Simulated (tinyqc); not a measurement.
# Surface potential of a MOS transistor: implicit equation and explicit approximations: effects of single changes

p-type body, charge-sheet picture, depletion and inversion only, full ionisation (an idealisation for deep acceptors), Boltzmann statistics (rough once Na exp(x - xn) passes about Nc/7). In units of Vt: xg = (Vg - Vfb)/Vt, x = psi/Vt, G = gamma/sqrt(Vt), xn = (2 phiF + Vc)/Vt. The implicit equation is (xg - x)^2 = G^2 [x - 1 + exp(x - xn)] for x above about 3. Cox = eps0 eox/tox.

Parameters, values chosen for the exercise; band and dielectric values close to those of silicon: temperature T = 300 K; band gap Eg = 1.1 eV; relative permittivity eps_r = 11.6; conduction-band density of states at T Nc = 2.79e19 cm^-3; valence-band density of states at T Nv = 2.61e19 cm^-3; relative permittivity of the gate insulator (close to zirconium oxide) eox = 25.1; insulator thickness tox = 6 nm; acceptor density Na = 2.3e17 cm^-3; flat-band voltage Vfb = -0.49 V; channel-body voltage Vc = 0 V; gate-body voltage Vg = 1.03 V.

Constants: q = 1.602176634e-19 C, kB = 1.380649e-23 J/K, Vt = kB T/q, eps0 = 8.8541878128e-14 F/cm where lengths are in cm. Results are converted to the units shown.

Each table varies one quantity; the others keep the values above.

## Accuracy of the approximations against gate voltage

ni = sqrt(Nc Nv) exp(-Eg/(2 Vt)), Eg in volts; phiF = Vt ln(Na/ni); gamma = sqrt(2 q eps0 eps_r Na)/Cox; VT = Vfb + Vt (xn + G sqrt(xn - 1)). Depletion value a = 1 + [sqrt(G^2/4 + xg - 1) - G/2]^2; inversion value b = xn + ln[(xg - xn)^2/G^2 - xn + 1] and first guess y = min(a, b) - ln(1 + exp(-|a - b|)) if a > xn + 1, else b = y = a; one second-order correction with D = exp(y - xn), p = 2 (xg - y) + G^2 (1 + D), w = (xg - y)^2 - G^2 (y - 1 + D): z = y + 2 w/(p + sqrt(p^2 - 2 (2 - G^2 D) w)), or the Newton step z = y + w/p where the root is not real. N_inv = (Cox Vt G/q) [sqrt(x - 1 + exp(x - xn)) - sqrt(x - 1)] at the root. Lambert form (Cox m Vt/q) W0[(G/(2 m sqrt(xn - 1))) exp((Vg - VT)/(m Vt))], m = 1 + G/(2 sqrt(xn - 1)). Errors under 1e-4 mV, and the linear form below VT, are printed as 0.

Result of one run:
```
Vg (V),psi (V),x - xn,error of y (mV),error of z (mV),N_inv (cm^-2),Cox (Vg - VT)/q (cm^-2),Lambert form (cm^-2)
0.43,0.8515,-0.08105,0.929,0,2.237e10,0,2.249e10
```

What becomes of these results when the gate-body voltage Vg is changed from 0.43 to 1.23 V, all else the same?

Result of the changed run:
```
Vg (V),psi (V),x - xn,error of y (mV),error of z (mV),N_inv (cm^-2),Cox (Vg - VT)/q (cm^-2),Lambert form (cm^-2)
1.23,1.061,8.009,14.3,-1.37,1.350e13,1.847e13,1.449e13
```

The whole series:
```
Vg (V),psi (V),x - xn,error of y (mV),error of z (mV),N_inv (cm^-2),Cox (Vg - VT)/q (cm^-2),Lambert form (cm^-2)
0.03,0.4705,-14.82,0,0,1.217e4,0,8158
0.23,0.6608,-7.459,6.64e-4,0,1.606e7,0,1.379e7
0.43,0.8515,-0.08105,0.929,0,2.237e10,0,2.249e10
0.63,0.9752,4.703,30.8,11.0,1.674e12,4.596e12,1.890e12
0.83,1.019,6.392,23.7,7.58,5.250e12,9.219e12,5.814e12
1.03,1.044,7.347,17.7,-4.03,9.282e12,1.384e13,1.009e13
1.23,1.061,8.009,14.3,-1.37,1.350e13,1.847e13,1.449e13
1.43,1.074,8.513,12.1,-0.699,1.781e13,2.309e13,1.895e13
1.63,1.084,8.920,10.5,-0.417,2.218e13,2.771e13,2.344e13
```

psi rises from 0.470 to 1.08 V and ends 8.9 Vt above 2 phiF + Vc. Among the rows the first guess is off by at most 31 mV (at Vg = 0.63 V) and the corrected value by at most 11 mV. In the last row the linear form is 25 % above N_inv and the Lambert form 5.7 % above it; in the first row the Lambert form is 33 % below it. For Vg = 0.63, 0.83, 1.03, 1.23, 1.43, 1.63 the electron quasi-Fermi level lies less than 2 Vt below the band edge at the surface, or above it, where degeneracy and confinement, left out, matter.

## Effect of the acceptor density at fixed gate voltage

Same model as above.

Vfb is held fixed.

Results:
```
Na (cm^-3),psi (V),x - xn,error of y (mV),error of z (mV),N_inv (cm^-2),Cox (Vg - VT)/q (cm^-2),Lambert form (cm^-2)
7.7e15,0.9643,11.08,21.5,6.63,1.254e13,1.921e13,1.441e13
1.7e16,0.9830,10.22,20.7,6.18,1.196e13,1.813e13,1.357e13
3.7e16,1.001,9.366,19.9,5.73,1.131e13,1.700e13,1.268e13
1.8e17,1.038,7.622,18.0,-4.58,9.615e12,1.433e13,1.050e13
3.8e17,1.055,6.778,17.2,-3.24,8.515e12,1.277e13,9.186e12
8.4e17,1.072,5.845,16.5,-2.55,7.008e12,1.075e13,7.466e12
1.8e18,1.085,4.853,16.7,-2.55,5.100e12,8.303e12,5.373e12
```

Estimate the missing row, Na = 8e16 cm^-3.

Computed row:
```
Na (cm^-3),psi (V),x - xn,error of y (mV),error of z (mV),N_inv (cm^-2),Cox (Vg - VT)/q (cm^-2),Lambert form (cm^-2)
8e16,1.019,8.520,19.0,5.26,1.057e13,1.578e13,1.169e13
```

With this row back in the table: As Na goes from 7.7e15 to 1.8e18, psi rises from 0.964 to 1.09 V, x - xn falls from 11.1 to 4.85 and N_inv falls from 1.25e13 to 5.10e12 cm^-2. The Lambert form lies between 1.05 and 1.15 times N_inv. In every row the electron quasi-Fermi level lies less than 2 Vt below the band edge at the surface, or above it, where degeneracy and confinement, left out, matter.

Computed by the program tinyqc: `OMP_NUM_THREADS=1 python tinyqc.py 2122220 2122221 out.jsonl`, one thread of a shared Intel Xeon 2.30GHz, about 0.01 s for the whole run.
